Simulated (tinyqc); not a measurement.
Pariser-Parr-Pople SCF with singles CI, for the molecule C=CC1=CC=CC1=C (SMILES; centres numbered as the heavy atoms are written), step by step. One step of it, computed by the program tinyqc.

Task: Iteration 2: Fock matrix. F_rr = H_rr + P_rr gamma_rr / 2 + sum_(s != r) P_ss gamma_rs; F_rs = H_rs - P_rs gamma_rs / 2; E = tr P (H + F) / 2 + core repulsion sum_(r<s) z_r z_s gamma_rs.

P after iteration 1, order 1C, 2C, 3C, 4C, 5C, 6C, 7C, 8C:
```
[[1.024951, 0.904273, -0.047223, -0.326891, 0.022634, 0.220238, -0.062780, -0.140078],
 [0.904273, 0.998579, 0.410162, 0.009888, -0.064300, -0.036136, 0.026324, -0.088455],
 [-0.047223, 0.410162, 1.065158, 0.741183, -0.055127, -0.344987, 0.348379, 0.180321],
 [-0.326891, 0.009888, 0.741183, 1.017293, 0.510546, -0.064563, -0.074675, -0.270168],
 [0.022634, -0.064300, -0.055127, 0.510546, 1.007693, 0.795473, -0.047310, -0.310777],
 [0.220238, -0.036136, -0.344987, -0.064563, 0.795473, 1.084426, 0.404650, 0.152835],
 [-0.062780, 0.026324, 0.348379, -0.074675, -0.047310, 0.404650, 1.013683, 0.838006],
 [-0.140078, -0.088455, 0.180321, -0.270168, -0.310777, 0.152835, 0.838006, 0.788217]]
```

core matrix H (eV), order 1C, 2C, 3C, 4C, 5C, 6C, 7C, 8C:
```
[[-41.395084, -2.390000, 0.000000, 0.000000, 0.000000, 0.000000, 0.000000, 0.000000],
 [-2.390000, -48.351545, -2.390000, 0.000000, 0.000000, 0.000000, 0.000000, 0.000000],
 [0.000000, -2.390000, -55.227863, -2.390000, 0.000000, 0.000000, -2.390000, 0.000000],
 [0.000000, 0.000000, -2.390000, -50.681335, -2.390000, 0.000000, 0.000000, 0.000000],
 [0.000000, 0.000000, 0.000000, -2.390000, -48.012063, -2.390000, 0.000000, 0.000000],
 [0.000000, 0.000000, 0.000000, 0.000000, -2.390000, -49.154332, -2.390000, 0.000000],
 [0.000000, 0.000000, -2.390000, 0.000000, 0.000000, -2.390000, -53.620886, -2.390000],
 [0.000000, 0.000000, 0.000000, 0.000000, 0.000000, 0.000000, -2.390000, -43.917280]]
```

repulsion gamma_rs (eV), order 1C, 2C, 3C, 4C, 5C, 6C, 7C, 8C:
```
[[11.130000, 7.555271, 5.238404, 4.503747, 3.216727, 2.974965, 3.632389, 3.113581],
 [7.555271, 11.130000, 7.551001, 5.124171, 3.742999, 3.743335, 5.123460, 4.351308],
 [5.238404, 7.551001, 11.130000, 7.556503, 5.521083, 5.521603, 7.554906, 5.124363],
 [4.503747, 5.124171, 7.556503, 11.130000, 7.552355, 5.520249, 5.520341, 3.743968],
 [3.216727, 3.742999, 5.521083, 7.552355, 11.130000, 7.554860, 5.520103, 3.743935],
 [2.974965, 3.743335, 5.521603, 5.520249, 7.554860, 11.130000, 7.554442, 5.124879],
 [3.632389, 5.123460, 7.554906, 5.520341, 5.520103, 7.554442, 11.130000, 7.555246],
 [3.113581, 4.351308, 5.124363, 3.743968, 3.743935, 5.124879, 7.555246, 11.130000]]
```

Centres (angstrom, eV; a flat drawing with bonds scaled to 1.40 angstrom):
```
centre          x          y  core charge z          W   gamma_rr
1C       2.803000   0.218000              1  11.160000  11.130000
2C       1.661000  -0.591000              1  11.160000  11.130000
3C       0.388000  -0.006000              1  11.160000  11.130000
4C       0.114000   1.366000              1  11.160000  11.130000
5C      -1.277000   1.529000              1  11.160000  11.130000
6C      -1.861000   0.257000              1  11.160000  11.130000
7C      -0.832000  -0.692000              1  11.160000  11.130000
8C      -0.995000  -2.082000              1  11.160000  11.130000
```

Give: F; pi energy.

Result:

F (eV), order 1C, 2C, 3C, 4C, 5C, 6C, 7C, 8C:
```
[[-5.381, -5.806, 0.124, 0.736, -0.036, -0.328, 0.114, 0.218],
 [-5.806, -5.340, -3.939, -0.025, 0.120, 0.068, -0.067, 0.192],
 [0.124, -3.939, -5.455, -5.190, 0.152, 0.952, -3.706, -0.462],
 [0.736, -0.025, -5.190, -5.095, -4.318, 0.178, 0.206, 0.506],
 [-0.036, 0.120, 0.152, -4.318, -5.066, -5.395, 0.131, 0.582],
 [-0.328, 0.068, 0.952, 0.178, -5.395, -5.525, -3.918, -0.392],
 [0.114, -0.067, -3.706, 0.206, 0.131, -3.918, -5.768, -5.556],
 [0.218, 0.192, -0.462, 0.506, 0.582, -0.392, -5.556, -5.739]]
```

pi energy = -104.785 eV
